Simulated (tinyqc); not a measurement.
Worked calculation: Hubbard ring of 4 sites. One step of it, computed by the program tinyqc.

Problem. Mean-field iteration 3. H(up) = T + U n(down), H(down) = T + U n(up); fill the lowest levels; n(new) = n + mixing (n(out) - n); E = tr T (rho up + rho down) + U sum n_up n_down of the output.

one-body matrix (hopping and site energies) (eV):
```
           1          2          3          4
1   0.000000  -1.960000   0.000000  -1.960000
2  -1.960000   0.000000  -1.960000   0.000000
3   0.000000  -1.960000   0.000000  -1.960000
4  -1.960000   0.000000  -1.960000   0.000000
```

U = 2.000000 eV

electrons, up and down: 2  2

mixing = 0.500000

n(up) after iteration 2: 1 0.837655, 2 0.162345, 3 0.837655, 4 0.162345

n(down) after iteration 2: 1 0.162345, 2 0.837655, 3 0.162345, 4 0.837655

Give: levels, up; levels, down; energy; n(up) after iteration 3; n(down) after iteration 3.

Solution.

levels, up (eV): -2.9777  0.3247  1.6753  4.9777

levels, down (eV): -2.9777  0.3247  1.6753  4.9777

energy = -6.4104 eV

n(up) after iteration 3: 1 0.8150, 2 0.1850, 3 0.8150, 4 0.1850

n(down) after iteration 3: 1 0.1850, 2 0.8150, 3 0.1850, 4 0.8150
